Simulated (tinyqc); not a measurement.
# Changing the channel mass m

Model: charge control and current of a heterostructure field-effect transistor. Computed by tinyqc, a small Python program. Command: `OMP_NUM_THREADS=1 python tinyqc.py 3012182 3012183 out.jsonl hemt sweep`. One thread of a shared host (Intel(R) Xeon(R) Processor @ 2.30GHz), about 0.01 s of CPU time with the checks.

Two subbands in a triangular well; E_F is counted from the conduction band edge of the channel at the interface.

Inputs (values chosen for the exercise, modelled on AlGaAs/GaAs):
```
quantity                                  value    unit
permittivity eps (barrier and channel)     12.4       -
barrier thickness d                          26      nm
Schottky barrier phi_B                     0.98      eV
conduction band offset dE_c                0.27      eV
delta-doping density N_d                3.2e+12  1/cm^2
gate voltage V_G                              0       V
temperature T                               300       K
mixing                                      0.5       -
iteration cap                               200       -
spacer between delta layer and channel        3      nm
```

Charge source: delta doping. Velocity law: smooth.

Constants: e = 1.602176634e-19 C; eps_0 = 8.8541878128e-12 F/m; k_B = 8.617333262e-05 eV/K; hbar = 1.054571817e-34 J s; m_0 = 9.1093837015e-31 kg; k_B = 1.380649e-23 J/K.

Method:
- Threshold V_T = phi_B - dE_c - e N_d (d - spacer)/(eps eps_0) (in volts); C_b = eps eps_0/d.
- Charge control: n_s = C_b (V_G - V_T - E_F/e)/e. Well: mean field F = e n_s/(2 eps eps_0), E_i = (hbar^2/2m)^(1/3) [(3 pi e F/2)(i + 3/4)]^(2/3), i = 0, 1; n_s = D k_B T sum_i ln(1 + exp((E_F - E_i)/k_B T)), D = m/(pi hbar^2), which is solved in closed form for E_F.
- Iteration from n_s = C_b (V_G - V_T)/(2e): E_F from n_s, n_out from the charge control, n_new = n_s + mixing (n_out - n_s), kept above n_s/10; stop when |n_out/n_s - 1| < 1e-9.
- C_g = e dn_s/dV_G = 1/(1/C_b + 1/C_q), 1/C_q = d(E_F/e)/d(e n_s) by a central difference of +/- 0.1 % in n_s; added distance dd = eps eps_0/C_q.

One run for each value; columns: (1) channel mass m (m_0); (2) gate capacitance C_g (microfarad/cm^2); (3) added distance dd (nm); (4) sheet density n_s (1/cm^2); (5) share in the second subband (%):
```
(1)        (2)     (3)         (4)     (5)
0.020  0.27857  13.413  6.1069e+11  21.454
0.032  0.30114  10.458  6.7921e+11  19.664
0.050  0.31865   8.456  7.3946e+11  19.099
0.079  0.33296   6.975  7.9663e+11  19.462
0.130  0.34516   5.809  8.5437e+11  20.661
0.200  0.35355   5.054  9.0122e+11  22.167
0.320  0.36101   4.412  9.4971e+11  24.128
```

What does the table show, and why?

Over the rows, gate capacitance C_g (microfarad/cm^2) rises from 0.279 to 0.361 (exponent d ln y / d ln x 0.17 between the first rows and 0.044 between the last); added distance dd (nm) falls from 13.4 to 4.41 (exponent d ln y / d ln x -0.53 between the first rows and -0.29 between the last); sheet density n_s (1/cm^2) rises from 6.11e11 to 9.50e11 (exponent d ln y / d ln x 0.23 between the first rows and 0.11 between the last). A light mass lowers the density of states and raises E_0, so more of the gate voltage goes into E_F. Left out: 0.500 (the solver found no solution).
